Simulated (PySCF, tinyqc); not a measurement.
Worked calculation: MP2 on RHF in the sto-3g basis, for H4, spin multiplicity 1. The lowest restricted solution is unstable here: a spin-polarised one lies 0.0455 hartree lower (PySCF). Computed by tinyqc, a small Python program that keeps every step (integrals from PySCF). Settings: charge = 0, multiplicity = 1, basis = sto-3g, method = RHF, energy threshold = 1e-10, iteration cap = 70, orthogonalisation = symmetric, start = Wolfsberg-Helmholz matrix, DIIS depth = 6. Command: `OMP_NUM_THREADS=1 python tinyqc.py 29344 29345 out.jsonl` (the two numbers bound the seeds that draw the settings). One thread of a shared host (Intel(R) Xeon(R) Processor @ 2.60GHz), about 0.1 s of CPU time with the checks. The early iterations of the SCF are left out here.

## One-electron integrals

Geometry (angstrom):
```
atom,x,y,z
H,0.00000,0.00000,0.00000
H,0.00000,0.00000,1.27500
H,0.00000,0.00000,2.38800
H,0.00000,0.00000,3.66300
```

Basis sto-3g: exponents (1/bohr^2) and contraction coefficients of normalised primitives:
```
element,l (shell),exponent,coefficient
H,s (1),3.42525,0.15433
H,s (1),0.62391,0.53533
H,s (1),0.16886,0.44463
```

Overlap, kinetic and nuclear-attraction integrals over the contracted functions; the nuclear repulsion is the sum of Za Zb / Rab.

nuclear repulsion = 1.8931956 hartree

overlap S:
```
,1H 1s,2H 1s,3H 1s,4H 1s
1H 1s,1.00000,0.35062,0.06091,0.00408
2H 1s,0.35062,1.00000,0.43250,0.06091
3H 1s,0.06091,0.43250,1.00000,0.35062
4H 1s,0.00408,0.06091,0.35062,1.00000
```

kinetic energy T (hartree):
```
,1H 1s,2H 1s,3H 1s,4H 1s
1H 1s,0.76003,0.03799,-0.01121,-0.00231
2H 1s,0.03799,0.76003,0.07459,-0.01121
3H 1s,-0.01121,0.07459,0.76003,0.03799
4H 1s,-0.00231,-0.01121,0.03799,0.76003
```

nuclear attraction V (hartree):
```
,1H 1s,2H 1s,3H 1s,4H 1s
1H 1s,-2.00343,-0.66691,-0.11306,-0.00726
2H 1s,-0.66691,-2.32505,-0.91102,-0.11306
3H 1s,-0.11306,-0.91102,-2.32505,-0.66691
4H 1s,-0.00726,-0.11306,-0.66691,-2.00343
```

core Hamiltonian H = T + V (hartree):
```
,1H 1s,2H 1s,3H 1s,4H 1s
1H 1s,-1.24339,-0.62891,-0.12427,-0.00956
2H 1s,-0.62891,-1.56502,-0.83644,-0.12427
3H 1s,-0.12427,-0.83644,-1.56502,-0.62891
4H 1s,-0.00956,-0.12427,-0.62891,-1.24339
```

## Two-electron integrals

Functions are numbered as in S; the eight-fold symmetry (ij|kl) = (ji|kl) = (kl|ij) leaves the list below.

Two-electron integrals (ij|kl) in chemists' order, unique and non-zero (hartree):
```
i,j,k,l,(ij|kl)
1,1,1,1,0.77461
2,1,1,1,0.20082
2,1,2,1,0.07353
2,2,1,1,0.39789
2,2,2,1,0.20082
2,2,2,2,0.77461
3,1,1,1,0.02579
3,1,2,1,0.01068
3,1,2,2,0.03451
3,1,3,1,0.00181
3,2,1,1,0.12590
3,2,2,1,0.06336
3,2,2,2,0.26024
3,2,3,1,0.01309
3,2,3,2,0.11644
3,3,1,1,0.22143
3,3,2,1,0.10706
3,3,2,2,0.44281
3,3,3,1,0.02579
3,3,3,2,0.26024
3,3,3,3,0.77461
4,1,1,1,0.00121
4,1,2,1,0.00056
4,1,2,2,0.00206
4,1,3,1,0.00011
4,1,3,2,0.00091
4,1,3,3,0.00206
4,1,4,1,7.52e-06
4,2,1,1,0.01351
4,2,2,1,0.00647
4,2,2,2,0.02579
4,2,3,1,0.00141
4,2,3,2,0.01309
4,2,3,3,0.03451
4,2,4,1,0.00011
4,2,4,2,0.00181
4,3,1,1,0.06186
4,3,2,1,0.02796
4,3,2,2,0.10706
4,3,3,1,0.00647
4,3,3,2,0.06336
4,3,3,3,0.20082
4,3,4,1,0.00056
4,3,4,2,0.01068
4,3,4,3,0.07353
4,4,1,1,0.14447
4,4,2,1,0.06186
4,4,2,2,0.22143
4,4,3,1,0.01351
4,4,3,2,0.12590
4,4,3,3,0.39789
4,4,4,1,0.00121
4,4,4,2,0.02579
4,4,4,3,0.20082
4,4,4,4,0.77461
```

## Orthogonalisation

S = U s U^T; symmetric (Loewdin) form X = U s^(-1/2) U^T, so that X^T S X = 1.

eigenvalues of S: 0.42141  0.75434  1.14201  1.68224

X:
```
,1H 1s,2H 1s,3H 1s,4H 1s
1H 1s,1.05368,-0.20590,0.03721,-0.00468
2H 1s,-0.20590,1.14562,-0.27224,0.03721
3H 1s,0.03721,-0.27224,1.14562,-0.20590
4H 1s,-0.00468,0.03721,-0.20590,1.05368
```

## Starting guess

The start is the generalised Wolfsberg-Helmholz matrix (K = 1.75) built on H; D = 2 C_occ C_occ^T.

D at the start:
```
,1H 1s,2H 1s,3H 1s,4H 1s
1H 1s,0.65408,0.57366,-0.24701,-0.56073
2H 1s,0.57366,0.84873,0.29432,-0.24701
3H 1s,-0.24701,0.29432,0.84873,0.57366
4H 1s,-0.56073,-0.24701,0.57366,0.65408
```

## Iteration 9 (converged): orbitals

converged F (hartree):
```
,1H 1s,2H 1s,3H 1s,4H 1s
1H 1s,-0.17365,-0.36462,-0.09341,0.02064
2H 1s,-0.36462,-0.26334,-0.35358,-0.09341
3H 1s,-0.09341,-0.35358,-0.26334,-0.36462
4H 1s,0.02064,-0.09341,-0.36462,-0.17365
```

Diagonalise F' = X^T F X, C = X C', fill 2 alpha and 2 beta electrons from the bottom; D = 2 C_occ C_occ^T. Each column has its largest component positive (the first on a tie).

F' = X^T F X (hartree):
```
,1,2,3,4
1,-0.04827,-0.35941,0.04472,0.02445
2,-0.35941,0.00847,-0.34844,0.04472
3,0.04472,-0.34844,0.00847,-0.35941
4,0.02445,0.04472,-0.35941,-0.04827
```

orbital energies (hartree): MO1 -0.53405, MO2 -0.31558, MO3 0.17026, MO4 0.59977

coefficients C:
```
,MO1,MO2,MO3,MO4
1H 1s,0.28785,0.55291,0.69395,-0.53282
2H 1s,0.46302,0.36907,-0.42572,0.94789
3H 1s,0.46302,-0.36907,-0.42572,-0.94789
4H 1s,0.28785,-0.55291,0.69395,0.53282
```

D after iteration 9:
```
,1H 1s,2H 1s,3H 1s,4H 1s
1H 1s,0.77713,0.67468,-0.14157,-0.44571
2H 1s,0.67468,0.70120,0.15634,-0.14157
3H 1s,-0.14157,0.15634,0.70120,0.67468
4H 1s,-0.44571,-0.14157,0.67468,0.77713
```

## Convergence

Stop when the energy changes by less than 1e-10 hartree and every element of the error matrix X^T (F D S - S D F) X is below 3e-06.

Course of the cycle:
```
iteration,E (hartree),change,largest element of the error matrix
1,-1.9184442,-,1.43e-01
2,-1.9576489,-3.92e-02,3.41e-02
3,-1.9597008,-2.05e-03,1.35e-02
4,-1.9600610,-3.60e-04,3.43e-04
5,-1.9600613,-2.57e-07,8.46e-05
6,-1.9600613,-1.12e-08,4.81e-05
7,-1.9600613,-2.75e-09,3.35e-05
8,-1.9600613,-2.59e-09,4.82e-07
9,-1.9600613,-2.56e-13,1.13e-09
```

PySCF RHF in the same basis = -1.9600613 hartree

Converged in 9 iterations.

## Populations, bond orders and dipole

Mulliken: Z minus the diagonal of D S on the atom; Loewdin: the same with S^(1/2) D S^(1/2); Mayer order: 2 sum_s sum (D(s) S)_ij (D(s) S)_ji over the two atoms.

Charges (e):
```
atom,Mulliken,Loewdin
1H,-0.00324,-0.01025
2H,0.00324,0.01025
3H,0.00324,0.01025
4H,-0.00324,-0.01025
```

Mayer bond orders:
```
pair,order
2-1,0.79823
3-1,-0.00170
3-2,0.20347
4-1,0.20347
4-2,-0.00170
4-3,0.79823
```

dipole moment about the origin, x y z (debye): 0.00000  0.00000  0.00000

## Integrals over molecular orbitals

(pq|rs) = sum C_ip C_jq C_kr C_ls (ij|kl), one index at a time.

one-electron integrals over orbitals h = C^T H C (hartree):
```
,1,2,3,4
1,-1.63884,0.00000,0.14675,0.00000
2,0.00000,-1.36479,0.00000,-0.11328
3,0.14675,0.00000,-1.18719,0.00000
4,0.00000,-0.11328,0.00000,-0.99034
```

Two-electron integrals over orbitals (pq|rs), unique and non-zero (hartree):
```
p,q,r,s,(pq|rs)
1,1,1,1,0.46967
2,1,2,1,0.14071
2,2,1,1,0.38791
2,2,2,2,0.41409
3,1,1,1,-0.08683
3,1,2,2,0.01992
3,1,3,1,0.10669
3,2,2,1,0.09976
3,2,3,2,0.15606
3,3,1,1,0.39748
3,3,2,2,0.41262
3,3,3,1,0.00949
3,3,3,3,0.42704
4,1,2,1,0.04703
4,1,3,2,-0.05448
4,1,4,1,0.10804
4,2,1,1,0.08610
4,2,2,2,-0.01189
4,2,3,1,-0.09986
4,2,3,3,-0.01401
4,2,4,2,0.10496
4,3,2,1,-0.13848
4,3,3,2,-0.10315
4,3,4,1,-0.04604
4,3,4,3,0.14892
4,4,1,1,0.49030
4,4,2,2,0.41125
4,4,3,1,-0.08910
4,4,3,3,0.42324
4,4,4,2,0.09341
4,4,4,4,0.53561
```

## Second-order Moller-Plesset energy

Hartree-Fock energy = -1.9600613 hartree

E2 = sum_ijab (ia|jb) [2 (ia|jb) - (ib|ja)] / (e_i + e_j - e_a - e_b) over occupied i, j and virtual a, b; the opposite-spin part is (ia|jb)^2 / denominator, the rest is same-spin, and SCS-MP2 scales them by 6/5 and 1/3.

Terms:
```
i,j,a,b,(ia|jb),(ib|ja),denominator,term
2,2,3,3,0.15606,0.15606,-0.97168,-0.02507
1,2,3,4,-0.09986,-0.05448,-1.61966,-0.00896
2,1,4,3,-0.09986,-0.05448,-1.61966,-0.00896
1,1,3,3,0.10669,0.10669,-1.40863,-0.00808
2,2,4,4,0.10496,0.10496,-1.83069,-0.00602
1,1,4,4,0.10804,0.10804,-2.26764,-0.00515
1,2,4,3,-0.05448,-0.09986,-1.61966,-0.00031
2,1,3,4,-0.05448,-0.09986,-1.61966,-0.00031
```

Pair energies (hartree; pair i-j sums ij and ji):
```
pair,opposite spin,same spin
1-1,-0.01323,0.00000
2-1,-0.01598,-0.00254
2-2,-0.03108,0.00000
```

MP2 correlation energy = -0.0628334 hartree

SCS-MP2 correlation energy = -0.0731957 hartree

MP2 total energy = -2.0228947 hartree
